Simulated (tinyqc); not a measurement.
Comparisons within one model: defect-molecule model of a vacancy with Jahn-Teller distortion. A value that a table varies takes the place of the one given here.

Four dangling hybrids a, b, c, d point into the vacancy: H_ii = E0, and -gm between any two. A tetragonal distortion Q pairs a with b and c with d: those two couplings become -gm - I Q and the other four -gm + I Q/2, at an elastic cost k Q^2/2. The a1 level holds two electrons; charge states 2+, + and 0 put n = 0, 1, 2 more into the lowest level of t2 origin. Energy from the 2+ state at Q = 0, with the Fermi level mu counted from Ev: W_n(Q) = n (et - 2 I Q) + k Q^2/2 + Uc n (n - 1)/2 - n mu. et = E0 + gm is the undistorted t2 level.

Constants: kB = 8.617333262e-05 eV/K.

Values chosen for the exercise (of the size used for the vacancy in silicon; shifted at random, so the results belong to these values and not to a real crystal):

| symbol | value | unit | meaning |
|---|---|---|---|
| E0 | -0.08 | eV | level of a dangling hybrid, from Ev |
| gm | 0.39 | eV | coupling between two dangling hybrids |
| I | 1.21 | eV/angstrom | Jahn-Teller coupling |
| k | 17.7 | eV/angstrom^2 | force constant of the mode |
| Uc | 0.27 | eV | repulsion of two electrons in one orbital |
| T | 400 | K | temperature |
| mu1 | -0.01 | eV | first Fermi level |

## Occupation against the Fermi level

Weights g_n exp(-W_n/kT) with W_n = n et - n^2 E_JT + Uc n (n - 1)/2 - n mu, E_JT = 2 I^2/k, degeneracies 1, 6 (spin and three axes) and 3; mu = mu1 + 0.03 j eV.

Shares:

| mu (eV) | 2+ | + | 0 | mean charge |
|---|---|---|---|---|
| -0.01 | 0.9346 | 0.0633 | 0.0021 | 1.9325 |
| 0.02 | 0.8515 | 0.1377 | 0.0108 | 1.8406 |
| 0.05 | 0.6855 | 0.2647 | 0.0498 | 1.6357 |
| 0.08 | 0.4281 | 0.3946 | 0.1773 | 1.2508 |
| 0.11 | 0.1798 | 0.3958 | 0.4245 | 0.7553 |
| 0.14 | 0.0507 | 0.2666 | 0.6827 | 0.3680 |
| 0.17 | 0.0111 | 0.1390 | 0.8499 | 0.1612 |
| 0.20 | 0.0021 | 0.0640 | 0.9339 | 0.0682 |
| 0.23 | 0.0004 | 0.0279 | 0.9717 | 0.0287 |

What does this show?

U_eff = Uc - 2 E_JT = -0.061 eV and kT = 34.5 meV. The + state reaches at most 39.6 % on these rows, at mu = 0.11 eV. The mean charge goes from 1.93 to 0.03. Rows with mu < 0 lie in the valence band and are formal.

## When U turns negative

The force constant is varied. E_JT = 2 I^2/k, E(2+/+) = et - E_JT, E(+/0) = et - 3 E_JT + Uc, U_eff = Uc - 2 E_JT.

Against k:

| k (eV/angstrom^2) | E_JT (eV) | (2+/+) (eV) | (+/0) (eV) | U_eff (eV) | Q of the neutral state (angstrom) |
|---|---|---|---|---|---|
| 8 | 0.3660 | -0.0560 | -0.5181 | -0.4621 | 0.6050 |
| 12 | 0.2440 | 0.0660 | -0.1520 | -0.2180 | 0.4033 |
| 16 | 0.1830 | 0.1270 | 0.0310 | -0.0960 | 0.3025 |
| 24 | 0.1220 | 0.1880 | 0.2140 | 0.0260 | 0.2017 |
| 32 | 0.0915 | 0.2185 | 0.3055 | 0.0870 | 0.1512 |
| 48 | 0.0610 | 0.2490 | 0.3970 | 0.1480 | 0.1008 |
| 64 | 0.0458 | 0.2642 | 0.4427 | 0.1785 | 0.0756 |
| 96 | 0.0305 | 0.2795 | 0.4885 | 0.2090 | 0.0504 |

k at which U_eff = 0 = 21.69 eV/angstrom^2

What does this show, and why?

Levels below 0 lie in the valence band. U_eff is negative for k below 4 I^2/Uc = 21.7: 3 of the 8 rows. The gain grows as n^2, so the second electron wins 3 E_JT where the first wins E_JT. For a stiff lattice the levels tend to et = 0.310 and et + Uc = 0.580 eV. Distortions above about 0.5 angstrom (1 of the rows) are beyond a linear coupling.

## What each parameter does

E_JT = 2 I^2/k, E(2+/+) = et - E_JT, E(+/0) = et - 3 E_JT + Uc, U_eff = E(+/0) - E(2+/+); a1 level E0 - 3 gm. Each row changes one parameter from the base and keeps the others.

Results:

| case | (2+/+) (eV) | (+/0) (eV) | U_eff (eV) | a1 (eV) |
|---|---|---|---|---|
| base | 0.1446 | 0.0837 | -0.0609 | -1.2500 |
| E0 = -0.03 eV | 0.1946 | 0.1337 | -0.0609 | -1.2000 |
| gm = 0.43 eV | 0.1846 | 0.1237 | -0.0609 | -1.3700 |
| I = 1.331 eV/angstrom | 0.1098 | -0.0205 | -0.1304 | -1.2500 |
| k = 19.47 eV/angstrom^2 | 0.1596 | 0.1288 | -0.0308 | -1.2500 |
| Uc = 0.33 eV | 0.1446 | 0.1437 | -0.0009 | -1.2500 |

How do the results move?

The largest shifts from the base row, up to three for each result and ties (the steps differ in size, so this ranks the rows, not the parameters). (2+/+) (eV): E0 +0.0500, gm +0.0400, I -0.0347; unchanged at the printed digits by Uc. (+/0) (eV): I -0.1042, Uc +0.0600, E0 +0.0500. U_eff (eV): I -0.0695, Uc +0.0600, k +0.0301; unchanged at the printed digits by E0 and gm. a1 (eV): gm -0.1200, E0 +0.0500; unchanged at the printed digits by I, k and Uc. E0 and gm move both levels alike, so U_eff depends on I, k and Uc alone.

tinyqc: `OMP_NUM_THREADS=1 python tinyqc.py 1450394 1450395 out.jsonl`; about 0.01 s, one thread, shared Intel(R) Xeon(R) Processor @ 2.30GHz.
